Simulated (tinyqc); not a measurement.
Changing the T over T_c: two-sublattice mean-field magnet: ferrimagnet, compensation points and susceptibility. Computed by tinyqc, a small Python program. Command: `OMP_NUM_THREADS=1 python tinyqc.py 3006766 3006767 out.jsonl ferri sweep`. One thread of a shared host (Intel(R) Xeon(R) Processor @ 2.30GHz), about 0.02 s of CPU time with the checks.

A random alloy A(1-x)B(x) with H = -sum over pairs J S_i.S_j. a = <S_A> and b = <S_B> are taken along z, a > 0. Exchange fields: h_A = (1 - x) zJ_AA a + x zJ_AB b, h_B = (1 - x) zJ_AB a + x zJ_BB b; a = S_A B_(S_A)(S_A h_A/(k_B T)) and likewise for b, with the Brillouin function B_S(y) = [(2S + 1)/(2S)] coth[(2S + 1) y/(2S)] - [1/(2S)] coth[y/(2S)].

Inputs (values chosen for the exercise, for a model ferrimagnet):

| quantity | value | unit |
|---|---|---|
| spin S_A | 1 | - |
| spin S_B | 1.5 | - |
| g factor g_A | 2 | - |
| g factor g_B | 2 | - |
| fraction x of B sites | 0.2 | - |
| z J_AA | 58.8 | meV |
| z J_BB | 3.3 | meV |
| z J_AB | -12 | meV |
| largest number of steps | 3000 | - |

Constants: k_B = 8.617333262e-05 eV/K.

Method:
- Linearised, T (a, b) = M (a, b) with M_ij = S_i (S_i + 1) c_j zJ_ij/(3 k_B), c_A = 1 - x, c_B = x. T_c is the larger eigenvalue, and its eigenvector gives b/a at onset, (T_c - M_AA)/M_AB.
- Repeat from a = S_A, b = -S_B until a and b change by less than 1e-10.
- Net moment m = (1 - x) g_A a + x g_B b in mu_B per site; net spin s = (1 - x) a + x b. At T = 0, a = S_A and b = -S_B. Effective g = m/s.

One run for each value:

| T over T_c | net moment m (mu_B) | net spin s | a | b |
|---|---|---|---|---|
| 0.10 | 1.015 | 0.5076 | 1.0000 | -1.462 |
| 0.21 | 1.104 | 0.5518 | 0.9994 | -1.239 |
| 0.31 | 1.185 | 0.5923 | 0.9929 | -1.010 |
| 0.42 | 1.232 | 0.6161 | 0.9702 | -0.800 |
| 0.52 | 1.230 | 0.6152 | 0.9308 | -0.647 |
| 0.62 | 1.183 | 0.5917 | 0.8697 | -0.520 |
| 0.73 | 1.073 | 0.5366 | 0.7703 | -0.398 |
| 0.83 | 0.902 | 0.4512 | 0.6371 | -0.293 |
| 0.94 | 0.567 | 0.2837 | 0.3949 | -0.161 |

Describe the trends.

Over the rows, net moment m (mu_B) goes from 1.02 through a maximum among these rows, 1.23 at 0.420, to 0.567; net spin s goes from 0.508 through a maximum among these rows, 0.616 at 0.420, to 0.284; a falls from 1.000 to 0.395 (exponent d ln y / d ln x -7.9e-4 between the first rows and -3.8 between the last).

Extremes, crossings and ranges named in words are read from the listed rows.
